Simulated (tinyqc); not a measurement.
Resistance of a circular point contact between the ballistic and the diffusive limit: one step of the calculation.

Two half-spaces of a free-electron metal (one valley, spin 2) meet through a circular opening of radius a in an insulating sheet.

Task. Resistances. kF = (3 pi^2 n)^(1/3), resistivity rho = hbar kF/(n q^2 l). Maxwell: RM = rho/(2 a); Sharvin: RS = 4 rho l/(3 pi a^2); interpolation R = RS + gamma RM, gamma = (1 + 0.83 K)/(1 + 1.33 K), K = l/a.

Values chosen for this exercise: mean free path l = 3.5 nm; radius of the opening a = 1.5 nm.

rho = 25.108409 uohm cm

Give: RM; RS; gamma; R.

Result.

RM = 83.695 ohm
RS = 165.77 ohm
gamma = 0.71568
R = 225.66 ohm

The Sharvin term makes up 73.5 % of R; it equals (h/2q^2) over the number of modes.

Program tinyqc, `OMP_NUM_THREADS=1 python tinyqc.py 2760098 2760099 out.jsonl`; Intel Xeon 2.30GHz, shared host, one thread, about 0.01 s.
